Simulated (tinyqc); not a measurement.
# Worked calculation: thin-body transistor below threshold, two-dimensional Poisson equation on a small mesh

tinyqc, about 0.1 s, one thread, Intel Xeon 2.30GHz (shared host): `OMP_NUM_THREADS=1 python tinyqc.py 2480034 2480035 out.jsonl` Printed values are rounded.

A thin body on a thick buried insulator of low permittivity, taken as carrying no normal field at the bottom of the body (row 0). Mobile charge is neglected (subthreshold), the body is fully depleted, and potentials are counted from the intrinsic level; rows run upward to the gate, columns from source to drain.

Parameters, values chosen for the exercise; semiconductor permittivity made up:
- T = 300 K (temperature)
- eps_r = 15.2 (relative permittivity of the semiconductor)
- eox = 3.9 (relative permittivity of the insulator)
- tb = 6 nm (body thickness)
- tox = 1.1 nm (insulator thickness)
- L = 48 nm (channel length)
- Na = 0 cm^-3 (acceptor density of the depleted body)
- Vbi = 0.47 V (potential of the source)
- Vfb = -0.02 V (gate offset)
- Vg = 0.05 V (gate voltage)
- Vd = 0.5 V (drain voltage)

Constants: q = 1.602176634e-19 C, kB = 1.380649e-23 J/K, Vt = kB T/q, eps0 = 8.8541878128e-14 F/cm where lengths are in cm. Results are converted to the units shown.

## Coefficients of the five-point equations

Mesh: rows i = 0..2 in the semiconductor (step hs = tb/2, row 2 on the interface), then 2 step(s) ho = tox/2 up to the gate row 4; columns j = 0..6 (step hy = L/6). Box integration, divided by eps0: up_i = eps hy/h of the interval above row i, dn_i = that of the interval below (0 for row 0), lat_i = (sum of eps h/2 over the intervals above and below)/hy, s_i = -q Na w_i hy/eps0 with w_i the semiconductor height of the box (hs/2 for row 0 and the interface row, hs between, 0 in the insulator). Each free node obeys (up + dn + 2 lat) psi = up psi(above) + dn psi(below) + lat [psi(left) + psi(right)] + s.

```
row,up,dn,lat,s (V)
0,40.5333,0,2.85,0
1,40.5333,40.5333,5.7,0
2,56.7273,40.5333,2.98406,0
3,56.7273,56.7273,0.268125,0
```

## Iteration 1: Jacobi sweep

psi at the start (fixed values on the edges, free nodes at the gate value) (V):
```
,j=0,j=1,j=2,j=3,j=4,j=5,j=6
row 0,0.470000,0.070000,0.070000,0.070000,0.070000,0.070000,0.970000
row 1,0.470000,0.070000,0.070000,0.070000,0.070000,0.070000,0.970000
row 2,0.470000,0.070000,0.070000,0.070000,0.070000,0.070000,0.970000
row 3,0.270000,0.070000,0.070000,0.070000,0.070000,0.070000,0.520000
row 4,0.070000,0.070000,0.070000,0.070000,0.070000,0.070000,0.070000
```

Free nodes: rows 0..3, columns 1..5, taken row by row from row 0, left to right. t = (up psi(above) + dn psi(below) + lat [psi(left) + psi(right)] + s)/(up + dn + 2 lat), with all neighbours from the previous sweep; psi(new) = t.

psi after iteration 1 (V):
```
,j=0,j=1,j=2,j=3,j=4,j=5,j=6
row 0,0.470000,0.094658,0.070000,0.070000,0.070000,0.125479,0.970000
row 1,0.470000,0.094658,0.070000,0.070000,0.070000,0.125479,0.970000
row 2,0.470000,0.081563,0.070000,0.070000,0.070000,0.096017,0.970000
row 3,0.270000,0.070470,0.070000,0.070000,0.070000,0.071058,0.520000
row 4,0.070000,0.070000,0.070000,0.070000,0.070000,0.070000,0.070000
```

## Iteration 2: Jacobi sweep

As before.

psi after iteration 2 (V):
```
,j=0,j=1,j=2,j=3,j=4,j=5,j=6
row 0,0.470000,0.116275,0.071520,0.070000,0.073420,0.174119,0.970000
row 1,0.470000,0.110535,0.071520,0.070000,0.073420,0.161204,0.970000
row 2,0.470000,0.091503,0.070334,0.070000,0.070752,0.118383,0.970000
row 3,0.270000,0.076225,0.070001,0.070000,0.070002,0.084006,0.520000
row 4,0.070000,0.070000,0.070000,0.070000,0.070000,0.070000,0.070000
```

## Course of the iteration: Jacobi sweep

Stop when the largest change of psi is below 1e-7 V, or after 400 iterations. Fixed values: gate row Vg - Vfb; column 0 at Vbi and the last column at Vbi + Vd in the semiconductor, each running linearly to Vg - Vfb across the insulator.

Course of the iteration:
```
iteration,"psi at row 0, j = 3 (V)",largest |change| of one entry (V)
1,0.07,0.0555
2,0.07,0.0486
3,0.0703045,0.0315
4,0.0711054,0.0278
5,0.0720393,0.0208
6,0.0734362,0.0185
7,0.0748088,0.0144
8,0.0765544,0.0129
9,0.0781704,0.0101
...,...,...
109,0.109754,1.89e-7
110,0.109754,1.86e-7
111,0.109754,1.54e-7
112,0.109754,1.52e-7
113,0.109754,1.26e-7
114,0.109755,1.24e-7
115,0.109755,1.03e-7
116,0.109755,1.01e-7
117,0.109755,8.36e-8
```

Converged in 117 iterations. The changes do not fall evenly; from iteration 112 to 117 they shrink by a factor of 1.1 a step on average.

## Barrier, swing and barrier lowering

converged psi (V):
```
,j=0,j=1,j=2,j=3,j=4,j=5,j=6
row 0,0.470000,0.206725,0.119096,0.109756,0.165771,0.373614,0.970000
row 1,0.470000,0.194375,0.113591,0.105160,0.155095,0.346295,0.970000
row 2,0.470000,0.154626,0.097911,0.092358,0.124555,0.258154,0.970000
row 3,0.270000,0.112617,0.084017,0.081224,0.097398,0.164758,0.520000
row 4,0.070000,0.070000,0.070000,0.070000,0.070000,0.070000,0.070000
```

d psi/dVg on row 0: j=0 0.000000, j=1 0.661277, j=2 0.888564, j=3 0.938837, j=4 0.888564, j=5 0.661277, j=6 0.000000
d psi/dVd on row 0: j=0 0.00000, j=1 0.00247, j=2 0.00904, j=3 0.03058, j=4 0.10239, j=5 0.33625, j=6 1.00000

The barrier is read along row 0, the path farthest from the gate. Take the node j of lowest psi: barrier Vbi - psi_j; swing Vt ln 10/(d psi_j/dVg); DIBL = (d psi_j/dVd)/(d psi_j/dVg). The derivatives solve the same equations with s = 0 and a unit change of that voltage.

j = 3
barrier = 0.360244 V
swing = 63.4044 mV/decade
DIBL = 32.5736 mV/V

A mesh of 12, 8 and 80 steps (semiconductor, insulator, channel) gives a barrier of 0.371 V, a swing of 62.9 mV a decade and a DIBL of 17.2 mV/V; the small mesh puts the barrier 2.8 % below that.
